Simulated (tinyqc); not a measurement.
Off-state leakage of single and stacked transistors: two steps of the calculation.

n-channel devices of unit width. Subthreshold current I(Vg, Vs, Vd) = I0 (T/300 K)^0.5 exp[(Vg - Vs - VT(T) - gb (Vs - Vb) + dd (Vd - Vs))/(nf Vt)] (1 - exp(-(Vd - Vs)/Vt)), VT(T) = VT - cT (T - 300 K). Gate-edge tunnelling Ig (Vd/1 V) exp(ag (Vd - 1 V)), for a gate at 0 V, and band-to-band leakage Ab u exp(-Bb/u), u = Vd - Vb + 1 V, flow at a drain held at V; both are taken as independent of T. In a stack of off transistors (all gates at 0 V) the same subthreshold current passes through each.

Values chosen for this exercise; values of the order met in bulk silicon logic transistors: temperature T = 398 K; supply voltage V = 1.2 V; threshold at 300 K, zero drain and body bias VT = 0.42 V; fall of the threshold with temperature cT = 0.5 mV/K; current at threshold at 300 K I0 = 0.35 uA/um; slope factor nf = 1.16; drain-induced lowering per volt dd = 0.05; rise of the threshold per volt of source-body bias gb = 0.15; gate-edge tunnelling current at 1 V Ig = 1e-6 uA/um; exponential slope of the gate current ag = 3.3 1/V; prefactor of band-to-band leakage at the drain Ab = 1 uA/(um V); its exponential voltage Bb = 29 V; body voltage Vb = 0 V.

Constants: q = 1.602176634e-19 C, kB = 1.380649e-23 J/K, Vt = kB T/q. Results are converted to the units shown.

Question 1. Leakage of one transistor. Vg = Vs = 0, Vd = V; effective threshold VT(T) - gb Vb - dd V.

Find: effective threshold; parts; total; shares.

Answer 1.

effective threshold = 0.31100 V
parts (nA/um): subthreshold 0.16238, gate edge 0.0023218, band-to-band 0.0041460
total = 0.16884 nA/um
shares (%): subthreshold 96.169, gate edge 1.3751, band-to-band 2.4556

The subthreshold part is the largest.

Question 2. New Vx. Stack of two, Vx the node between them: I_low = I(0, 0, Vx), I_up = I(0, Vx, V), f = ln(I_up/I_low), f' = -(1 + gb + 2 dd)/(nf Vt) - 1/(Vt (exp(Vx/Vt) - 1)) - 1/(Vt (exp((V - Vx)/Vt) - 1)), Vx(new) = Vx - f/f'.

Vx after iteration 1 = 0.054915201 V

Give: I_low; I_up; f; f'; Vx after iteration 2.

Answer 2.

I_low = 0.03074 nA/um
I_up = 0.03099 nA/um
f = 0.007951
f' = -38.78 1/V
Vx after iteration 2 = 0.05512 V

Program tinyqc, `OMP_NUM_THREADS=1 python tinyqc.py 2242078 2242079 out.jsonl`; Intel Xeon 2.30GHz, shared host, one thread, about 0.03 s.
